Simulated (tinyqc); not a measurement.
# One-dimensional ballistic tunnel FET, two-band WKB: effect of the source degeneracy

A p-type source for x < 0 with its Fermi level at 0 and its valence edge at ds; in the channel the bands fall as D exp(-x/lam) towards their flat values, with the conduction edge at Ec = ds - dP and D = dP + Eg. The gate moves dP one to one. The drain Fermi level lies at -Vd and the drain side reflects nothing. For w = E - Ec between 0 and dP an electron crosses the gap. Two-band dispersion with equal masses m: inside the gap kappa = sqrt(m u (1 - u/Eg)/C), u the distance from a band edge, C = hbar^2/(2 m0).

S(w) = 2 lam int_0^Eg kappa(u) du/(w + Eg - u) = 2 pi lam sqrt(m/(C Eg)) [w + Eg/2 - sqrt(w (w + Eg))], T(w) = exp(-S). I = g (2 q^2/h) int_0^dP T(w) [f(E) - f(E + Vd)] dw, E = ds - dP + w, f(x) = 1/(1 + exp(x/Vt)). Swing = d(dP)/d(log10 I).

Values chosen for this exercise; band and dielectric values those of a made-up semiconductor: temperature T = 300 K; band gap Eg = 1.71 eV; band-edge mass of the two-band model m = 0.082 m0; screening length of the source junction lam = 2.9 nm; drain bias Vd = 0.3 V; number of degenerate subbands (spin apart) g = 2; tunnelling window Ev(source) - Ec(channel) dP = 0.1 eV.

Constants: q = 1.602176634e-19 C, kB = 1.380649e-23 J/K, hbar = 1.054571817e-34 J s, h = 6.62607015e-34 J s, m0 = 9.1093837015e-31 kg, Vt = kB T/q, hbar^2/(2 m0) = 0.0380998212 eV nm^2. Results are converted to the units shown.

Effect of the source degeneracy:

| ds (eV) | I (uA) | swing (mV/decade) |
|---|---|---|
| -0.05 | 8.626e-5 | 68.36 |
| 0 | 6.398e-5 | 65.75 |
| 0.05 | 2.646e-5 | 59.03 |
| 0.1 | 6.028e-6 | 51.89 |
| 0.15 | 9.846e-7 | 48.82 |
| 0.2 | 1.454e-7 | 48.18 |
| 0.25 | 2.109e-8 | 48.09 |
| 0.3 | 3.050e-9 | 48.07 |

I falls from 8.63e-5 to 3.05e-9 uA, and the swing falls from 68.4 to 48.1 mV/decade. Once ds exceeds dP = 0.1 eV the whole window lies above the source Fermi level, in its thermal tail, and I falls with ds. The screening length is held fixed, though doping would change it.

Program tinyqc, `OMP_NUM_THREADS=1 python tinyqc.py 2620089 2620090 out.jsonl`; Intel Xeon 2.30GHz, shared host, one thread, about 0.01 s.
